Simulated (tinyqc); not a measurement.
Dose and depth of a threshold implant.

Problem. A sheet of D acceptors per cm^2 lies at depth xi inside the depleted layer of a body doped Na. In the depletion approximation VT = Vfb + f2 + q D/Cox + gamma sqrt(f2 + Vsb - q D xi/(eps0 eps_r)), gamma = sqrt(2 eps0 eps_r q Na)/Cox, Cox = eps0 eox/tox. Find gamma, D and xi.

Values chosen for this exercise; band and dielectric values close to those of silicon:
```
symbol  value   unit                                                                 meaning
eps_r    11.7                                                          relative permittivity
Na       1e18  cm^-3                                       acceptor density deep in the body
eox       3.9         relative permittivity of the gate insulator (close to silicon dioxide)
tox       1.6     nm                                                     insulator thickness
Vfb     -0.88      V                                                       flat-band voltage
f2      0.958      V                                        band bending 2 phiF at threshold
```

Constants: q = 1.602176634e-19 C, eps0 = 8.8541878128e-14 F/cm where lengths are in cm. Results are converted to the units shown.

VT against the source at Vsb = 0 and 1.8 V (V): [0.40276129, 0.58932137]

Answer. With y^2 = f2 - q D xi/(eps0 eps_r) and d the difference of the thresholds over gamma, sqrt(y^2 + Vsb) - y = d gives y = (Vsb - d^2)/(2 d). The first threshold then gives D, and y^2 gives xi.

gamma = 0.2670 V^0.5
D = 1.000e12 cm^-2
xi = 5.000 nm

Numbers from tinyqc (`OMP_NUM_THREADS=1 python tinyqc.py 2080154 2080155 out.jsonl`; about 0.5 s on one thread of a shared Intel Xeon 2.30GHz).
